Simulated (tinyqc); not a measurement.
Raising U: Hubbard chain of 4 sites, mean field against exact. Computed by the program tinyqc. Collinear unrestricted mean field (the lowest of 40 random starts) against exact diagonalisation.

one-body matrix (hopping and site energies) (eV):
```
         1        2        3        4
1   0.3900  -1.4200   0.0000   0.0000
2  -1.4200  -0.5200  -1.4200   0.0000
3   0.0000  -1.4200   0.3700  -1.4200
4   0.0000   0.0000  -1.4200  -0.2200
```

electrons, up and down: 2  2

Exact and mean-field results (eV):

| U | U/t | E exact | E mean field | mean \|n_up - n_down\| | double occupancy, exact | first gap in the sector |
|---|---|---|---|---|---|---|
| 0.7100 | 0.5000 | -5.816219 | -5.784514 | 0.0000 | 0.2391 | 1.6450 |
| 2.8400 | 2.0000 | -4.135386 | -3.612400 | 0.3470 | 0.1586 | 1.1459 |
| 4.2600 | 3.0000 | -3.356900 | -2.639808 | 0.6855 | 0.1174 | 0.9311 |
| 5.6800 | 4.0000 | -2.780970 | -2.042027 | 0.8148 | 0.0870 | 0.7740 |
| 8.5200 | 6.0000 | -2.025567 | -1.382873 | 0.9162 | 0.0502 | 0.5673 |
| 11.3600 | 8.0000 | -1.572570 | -1.038377 | 0.9529 | 0.0315 | 0.4424 |
| 17.0400 | 12.0000 | -1.072785 | -0.688185 | 0.9791 | 0.0153 | 0.3040 |
| 28.4000 | 20.0000 | -0.645940 | -0.405626 | 0.9925 | 0.0058 | 0.1854 |

Estimate the missing row, U = 1.42.

Computed row:
```
U          U/t    E exact  E mean field  mean |n_up - n_down|  double occupancy, exact  first gap in the sector
1.4200  1.0000  -5.178414     -5.046122                0.0000                   0.2103                   1.4477
```

In absolute terms mean field is worst at U/t = 4.0, 0.739 eV too high: at small U it is nearly exact, and at large U it misses only exchange-scale energies. Its local moments set in at U/t = 2.0 of those listed, a broken symmetry that the exact state of a finite cluster with equal spins does not have. Relative to the exact energy its error is 0.5 % at the smallest U, 37 % at most and 37 % at the largest. The double occupancy falls from 0.239 to 0.006.
